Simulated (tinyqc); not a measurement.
Electron-beam lithography: double-Gaussian proximity function, edge placement and dose correction for parallel lines: one step, computed by the program tinyqc.

Lines are infinitely long. Absorbed energy is counted so that the middle of a very large area written at dose 1 receives 1; the resist develops where it exceeds 1/2.

Task: Shot noise and writing time. With dose = d_s D0: electrons per pixel N = dose x pixel area/e; relative noise 1/sqrt(N); time per cm^2 of pattern area = dose x density/current; pixel rate = current/(dose x pixel area).

Inputs (values chosen for the exercise, of the order of those for 100 keV electrons in resist on silicon): beam current = 13 nA; pixel size = 2 nm; pattern density around the test line = 0.67.

dose = 66.21447 microcoulomb/cm^2

Constants: e = 1.602176634e-19 C.

Give: electrons per pixel; shot noise; writing time per cm^2; pixel rate.

Result:

electrons per pixel = 16.531

shot noise = 24.595 %

writing time per cm^2 = 0.94794 h

pixel rate = 4908.3 MHz
